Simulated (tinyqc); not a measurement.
On-chip interconnect, size-dependent resistivity and RC delay: one step of the calculation.

A rectangular line between two neighbours and two ground planes. Surface and grain-boundary scattering are added to the bulk resistivity as corrections; capacitances are parallel-plate values without fringing; inductance is ignored.

Problem. Ladder and Elmore delays. 7 equal pi sections: series Rs = r Lw/7; node capacitances c Lw/7, halved at nodes 0 and 7, with Cl added to node 7; Rd feeds node 0. Elmore delay of node k: the sum, over the resistors on the path to k, of resistance times all capacitance downstream of it.

Parameters, values chosen for the exercise; metal values close to those of copper:
- Lw = 31 um (line length)
- Rd = 510 ohm (driver resistance)
- Cl = 1 fF (load capacitance)

r = 2.5990288 ohm/um
c = 0.029351633 fF/um

Find: Rs; C; Elmore delay.

Solution.

Rs = 11.510 ohm

```
node,C (fF),Elmore delay (ps)
0,0.064993,0.97405
1,0.12999,0.99528
2,0.12999,1.0150
3,0.12999,1.0333
4,0.12999,1.0500
5,0.12999,1.0653
6,0.12999,1.0790
7,1.0650,1.0913
```

The far-end value equals Rd (c Lw + Cl) + r Lw (c Lw/2 + Cl) for any number of pi sections; the line resistance contributes 10.7 % of it.

Program tinyqc, `OMP_NUM_THREADS=1 python tinyqc.py 2100007 2100008 out.jsonl`; Intel Xeon 2.30GHz, shared host, one thread, about 0.01 s.
